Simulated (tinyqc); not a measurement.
Electron mobility of a polar semiconductor by Rode's iterative solution of the Boltzmann equation: one step, computed by the program tinyqc.

The distribution is f(E) + e F l(E) (-df/dE) cos(theta) for a weak field F, theta counted from the force; l(E) is a mean free path. Elastic processes enter by their momentum rate, polar optical phonons by out- and in-scattering terms. One valley only: where upper valleys lie close, measured mobilities are lower. The density n is prescribed, even where a narrow-gap material would have more intrinsic carriers.

Task: Rates on one ladder of the grid. Kane band: hbar^2 k^2/(2 m) = E (1 + alpha E), speed v = hbar k/(m (1 + 2 alpha E)), states per spin, volume and energy g(E) = m k (1 + 2 alpha E)/(2 pi^2 hbar^2); overlap factors are set to 1. Masses are multiplied by m_0 and all formulas are in SI units. Phonon occupation N_q = 1/(exp(hbar w/(k_B T)) - 1). Acoustic deformation potential (elastic, equipartition, absorption and emission together): 1/tau = 2 pi k_B T D_A^2 g(E)/(hbar rho v_l^2). Singly charged impurities, momentum relaxation: 1/tau = N_I e^4 m (1 + 2 alpha E) Phi/(8 pi (eps_s eps_0)^2 hbar^3 k^3), with alpha = 0 for a parabolic band. Brooks-Herring: Phi = ln(1 + b) - b/(1 + b), b = 4 k^2 L_s^2. Polar optical, unscreened: W = e^2 w (1/eps_inf - 1/eps_s) m (1 + 2 alpha E') ln|(k + k')/(k - k')| / (4 pi eps_0 hbar^2 k), times N_q for absorption (E' = E + hbar w) and N_q + 1 for emission (E' = E - hbar w > 0), with alpha = 0 for a parabolic band; mean cosine of the angle <cos> = (k^2 + k'^2)/(2 k k') - 1/ln|(k + k')/(k - k')|. Energy grid E_j = (j + 1/2) hbar w/s, j = 0, 1, ..., up to (max(eta, 0) + 18) k_B T, so that E_j +/- hbar w are grid points; l = 0 beyond the grid; integrals are sums times the spacing. With f' = f(E'): out-scattering S_o = sum over absorption and emission of W (1 - f')/(1 - f); nu = sum of elastic rates; the in-scattering weights are c+ = W_abs <cos> (1 - f')/(1 - f) for E' = E + hbar w and c- likewise for emission.

Inputs (values chosen for the exercise, modelled on InAs):
```
quantity                              value    unit
effective mass m                     0.0238     m_0
non-parabolicity alpha                  2.1    1/eV
static permittivity eps_s              15.1       -
high-frequency permittivity eps_inf    12.3       -
density rho                            5680  kg/m^3
sound velocity v_l                     4160     m/s
acoustic deformation potential D_A      5.3      eV
optical phonon energy hbar w           30.1     meV
temperature T                           300       K
grid points per phonon energy s           6       -
```

Band: Kane. Elastic processes: acoustic, impurity.

reduced Fermi level eta = -6.062623

ionised impurity density N_I = 2.60e+14 1/cm^3

screening length L_s = 288.1579 nm

Constants: k_B = 8.617333262e-05 eV/K; k_B = 1.380649e-23 J/K; e = 1.602176634e-19 C; hbar = 1.054571817e-34 J s; m_0 = 9.1093837015e-31 kg; eps_0 = 8.8541878128e-12 F/m; hbar = 6.582119569e-16 eV s.

Give: Points j = s/2, s/2 + s, ... (the first seven rungs, or as many as the grid holds), rates in 1e12/s.

Result:

Points j = s/2, s/2 + s, ... (the first seven rungs, or as many as the grid holds), rates in 1e12/s:
```
E (meV)    v (m/s)      nu    S_o     c+     c-
17.6     4.831e+05  0.0656  2.144  0.867  0.000
47.7     7.335e+05  0.0507  5.678  1.107  1.461
77.8     8.716e+05  0.0625  6.574  1.203  2.442
107.9    9.623e+05  0.0787  6.915  1.262  2.910
138.0    1.027e+06  0.0970  7.127  1.306  3.208
168.1    1.075e+06  0.1171  7.292  1.342  3.427
198.2    1.111e+06  0.1389  7.434  1.374  3.604
```

Points one phonon energy apart are coupled only to each other, so the grid falls into s independent ladders.
